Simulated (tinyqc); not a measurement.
# Random telegraph noise from one oxide trap in a small MOSFET: effects of single changes

An acceptor-like trap exchanges electrons with the channel. Inversion charge Q = Cox u, u = n Vt W0(exp((Vg - VT)/(n Vt))), W0 the Lambert function, n = nf, Cox = eps0 eox/tox; linear regime Id = (W/L) mu Q Vd. Relative to threshold the surface potential rises by Vt ln(u/u0) and the oxide voltage by the rest of Vg - VT, with u0 = n Vt W0(1).

Parameters, values chosen for the exercise; values of the order met in silicon transistors:
```
symbol,value,unit,meaning
T,200,K,temperature
eox,3.9,,relative permittivity of the gate insulator (close to silicon dioxide)
tox,1.2,nm,insulator thickness
xt,0.53,nm,depth of the trap from the channel interface
E0,0.29,eV,trap level above the channel Fermi level at threshold
s0,2e-15,cm^2,capture prefactor
EB,0.18,eV,capture barrier (lattice relaxation)
lt,0.17,nm,tunnelling decay length
vth,2.1e7,cm/s,thermal velocity
zi,2.3,nm,thickness of the inversion layer
VT,0.34,V,threshold voltage
nf,1.07,,body factor
W,31,nm,gate width
L,120,nm,gate length
mu,110,cm^2/(V s),mobility
asc,0,V s,scattering coefficient of the charged trap
Vd,0.1,V,drain voltage
Vg,0.86,V,gate voltage
```

Constants: q = 1.602176634e-19 C, kB = 1.380649e-23 J/K, Vt = kB T/q, eps0 = 8.8541878128e-14 F/cm where lengths are in cm. Results are converted to the units shown.

Each table varies one quantity; the others keep the values above.

## Time constants and noise against gate voltage

N = Cox u/q; dpsi = Vt ln(u/u0); E = E0 - dpsi - (xt/tox)(Vg - VT - dpsi); capture time tc = 1/[(N/zi) vth s0 exp(-xt/lt - EB/Vt)]; emission time te = tc exp(-E/Vt); occupancy te/(tc + te). A = W L; threshold step dV = q (1 - xt/tox)/(Cox A); gm/Id = 1/(u + n Vt); relative step dI/I = (gm/Id) dV + asc mu/A. fc = (1/tc + 1/te)/(2 pi); rms = (dI/I) sqrt(tc te)/(tc + te).

Time constants and noise against gate voltage:
```
Vg (V),E (eV),tc (s),te (s),occupancy,dI/I (%),fc (Hz),rms dI/I (%)
0.67,0.1126,8.453e-7,1.228e-9,0.001450,0.2802,1.298e8,0.01066
0.73,0.08435,7.031e-7,5.266e-9,0.007434,0.2355,3.045e7,0.02023
0.79,0.05634,6.011e-7,2.287e-8,0.03665,0.2028,7.225e6,0.03811
0.85,0.02853,5.245e-7,1.002e-7,0.1604,0.1780,1.892e6,0.06532
0.91,8.691e-4,4.649e-7,4.420e-7,0.4874,0.1585,7.024e5,0.07922
0.97,-0.02667,4.173e-7,1.961e-6,0.8245,0.1428,4.625e5,0.05431
1.03,-0.05411,3.785e-7,8.741e-6,0.9585,0.1299,4.387e5,0.02590
1.09,-0.08147,3.462e-7,3.910e-5,0.9912,0.1191,4.638e5,0.01110
1.15,-0.1088,3.189e-7,1.755e-4,0.9982,0.1099,5.000e5,0.004677
```

Read the table: what changes, and by how much?

tc falls from 8.45e-7 to 3.19e-7 s as the channel fills and te rises from 1.23e-9 to 1.75e-4 s; they are equal at Vg = 0.912 V, where E = 0. The rms noise goes from 0.0107 through a maximum of 0.0792 (at Vg = 0.91 V among the rows listed) to 0.00468 %. The slope -Vt d ln(tc/te)/dVg is 0.471 between the first two rows and 0.455 between the last two; it tends to xt/tox = 0.442 only when the surface potential stops moving.

## Effect of the depth of the trap from the channel interface

Same model as above.

Effect of the depth of the trap from the channel interface:
```
xt (nm),E (eV),tc (s),te (s),occupancy,dI/I (%),fc (Hz),rms dI/I (%)
0.06,0.20202,3.2349e-8,2.6246e-13,8.1132e-6,0.29678,6.0641e11,8.4534e-4
0.18,0.15655,6.5527e-8,7.4399e-12,1.1353e-4,0.26554,2.1394e10,0.0028291
0.3,0.11107,1.3273e-7,2.1090e-10,0.0015864,0.23430,7.5583e8,0.0093247
0.42,0.065596,2.6887e-7,5.9786e-9,0.021752,0.20306,2.7213e7,0.029621
0.54,0.020120,5.4463e-7,1.6948e-7,0.23733,0.17182,1.2313e6,0.073100
0.66,-0.025357,1.1032e-6,4.8042e-6,0.81325,0.14058,1.7739e5,0.054786
0.78,-0.070833,2.2347e-6,1.3619e-4,0.98386,0.10934,72387,0.013780
```

Read the table: what changes, and by how much?

As xt goes from 0.06 to 0.78, tc rises from 3.23e-8 to 2.23e-6 s, te rises from 2.62e-13 to 1.36e-4 s and dI/I falls from 0.297 to 0.109 %. tc grows a decade every lt ln 10 = 0.391 nm of depth; traps spread evenly in depth therefore give corner frequencies spread evenly on a log scale, whose sum is 1/f noise if the traps contribute equal variances.

Range of the model: VT is taken as given; short-channel effects and the uneven flow of current among few electrons are left out.

Numbers from tinyqc (`OMP_NUM_THREADS=1 python tinyqc.py 2710113 2710114 out.jsonl`; about 0.01 s on one thread of a shared Intel Xeon 2.30GHz).
